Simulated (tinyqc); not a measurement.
Input admittance of a MOSFET at zero drain bias: distributed channel and distributed gate: two steps of the calculation.

Source and drain grounded, strong inversion, w = 2 pi f, Cox = eps0 eox/tox. The channel is an RC line of resistance 1/(mu Cox Vo) per square fed from both ends, so one finger has the intrinsic admittance y = i w Cox L tanh(g)/g per width, g = (1/2) sqrt(i w tau), tau = L^2/(mu Vo). The vertical resistance rv/L is in series with y, the overlaps 2 i w Cov in parallel: y_t = 1/(1/y + rv/L) + 2 i w Cov. The gate strip is a line of Rsh/L per length loaded by y_t, so a finger has Y = y_t Wf tanh(k)/k, k = (Wf/sd) sqrt(y_t Rsh/L); the device has Nf Y.

Parameters, values chosen for the exercise; values of the order met in silicon radio-frequency transistors: relative permittivity of the gate insulator (close to zirconium oxide) eox = 25.7; insulator thickness tox = 16 nm; channel length L = 0.53 um; finger width Wf = 9.4 um; number of fingers Nf = 32; channel mobility mu = 210 cm^2/(V s); gate overdrive Vo = 0.61 V; sheet resistance of the gate Rsh = 14 ohm/square; vertical resistivity of the gate stack rv = 4.4 ohm um^2; number of ends at which a finger is contacted sd = 2; overlap and fringe capacitance on each side Cov = 0.37 fF/um; frequency f = 8.7 GHz.

Constants: eps0 = 8.8541878128e-14 F/cm where lengths are in cm. Results are converted to the units shown.

Task 1. Low-frequency resistances and capacitance. Low-frequency limits, with c = Cox L and ct = c + 2 Cov: R_strip = Rsh Wf/(3 sd^2 L Nf), R_ch = (c/ct)^2 L/(12 mu Cox Vo Wf Nf), R_vert = (c/ct)^2 rv/(L Wf Nf), C = ct Wf Nf.

Wanted: parts; sum; C; 1/(2 pi R C).

Result 1.

parts (ohm): strip 0.64662, channel 0.66829, vertical 0.022885
sum = 1.3378 ohm
C = 2489.9 fF
1/(2 pi R C) = 47.780 GHz

The channel term is the largest, 50.0 % of the sum.

Task 2. Admittance of the channel and stack per width. tau, g, c = Cox L, y and y_t as defined.

Wanted: tau; g; c; y; y_t.

Result 2.

tau = 21.93 ps
g = 0.3871+0.3871i
c = 7.538 fF/um
y = 40.6+407.2i uS/um
y_t = 41.9+447.3i uS/um

w tau = 1.20, and Im y is 0.988 of w c.

tinyqc, about 0.01 s, one thread, Intel Xeon 2.30GHz (shared host): `OMP_NUM_THREADS=1 python tinyqc.py 2262082 2262083 out.jsonl`
